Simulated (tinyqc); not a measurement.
Nucleation and growth against temperature: classical nucleation, growth and JMAK kinetics of crystallisation from a melt or glass. Computed by tinyqc, a small Python program. Command: `OMP_NUM_THREADS=1 python tinyqc.py 3003303 3003304 out.jsonl nucl walk`. One thread of a shared host (Intel(R) Xeon(R) Processor @ 2.30GHz), about 0.01 s of CPU time with the checks.

A spherical nucleus with a sharp interface of isotropic energy gamma; lambda = Omega^(1/3) is the jump distance.

Inputs (values chosen for the exercise, for a model substance):
```
quantity                        value        unit
melting point T_m                1430           K
heat of melting per volume H     3070      J/cm^3
interface energy gamma          0.268       J/m^2
atomic volume Omega              15.4  angstrom^3
diffusion prefactor D0        3.1e-06       m^2/s
activation energy Q             0.713          eV
```

Nucleation: homogeneous. Driving force: Thompson-Spaepen.

Constants: k_B = 1.380649e-23 J/K; k_B = 8.617333262e-05 eV/K.

Method:
- Driving force per volume: dG = H [(T_m - T)/T_m] [2 T/(T_m + T)].
- Shape factor f = 1.
- W(r) = f [4 pi r^2 gamma - (4/3) pi r^3 dG]; r* = 2 gamma/dG; W* = f 16 pi gamma^3/(3 dG^2); n* = f (4/3) pi r*^3/Omega.
- D = D0 exp(-Q/(k_B T)); attachment rate k+ = (A*/lambda^2) D/lambda^2 with A* = 4 pi r*^2; Zeldovich factor Z = sqrt(W*/(3 pi k_B T))/n*; sites per volume N = 1/Omega; I = N Z k+ exp(-W*/(k_B T)); lag time = 1/(4 pi Z^2 k+).
- Growth (Wilson-Frenkel): u = (D/lambda) [1 - exp(-dG Omega/(k_B T))].
- JMAK with steady nucleation and growth, nuclei spread at random: extended fraction X_e = (pi/3) I u^3 t^4, X = 1 - exp(-X_e); t_X = [-3 ln(1 - X)/(pi I u^3)]^(1/4); final grains per volume = Gamma(5/4) (3/pi)^(1/4) (I/u)^(3/4), Gamma(5/4) = 0.9064024771.
- Grain size = (grains per volume)^(-1/3). Rows are kept where W*/(k_B T) < 70.

Rates:
```
T (K)  W*/(k_B T)  I (1/(m^3 s))  u (m/s)   t_0.5 (s)  grain size (micrometre)
715        31.198     2.2440e+24   0.0936  4.3533e-06               4.6883e-01
787        30.902     8.2887e+24   0.2541  1.4851e-06               4.3405e-01
858        32.097     5.7377e+24   0.5640  8.9544e-07               5.8082e-01
930        35.095     5.8023e+23   1.0868  9.7091e-07               1.2135e+00
1001       40.566     4.4222e+21   1.8282  2.2247e-06               4.6772e+00
1072       50.238     4.6560e+17   2.7481  1.6178e-05               5.1127e+01
1144       68.551     8.1582e+09   3.7158  1.1214e-03               4.7919e+03
```

What follows from these numbers?

Among these rows I peaks at 787 K, u at 1144 K and the change is fastest at 858 K, between the two. Growth has no barrier W*, so it peaks nearer T_m than nucleation. The grain size goes as (u/I)^(1/4), from 0.47 micrometre at the lowest T to 4800 at the highest.

Extremes, crossings and ranges named in words are read from the listed rows.
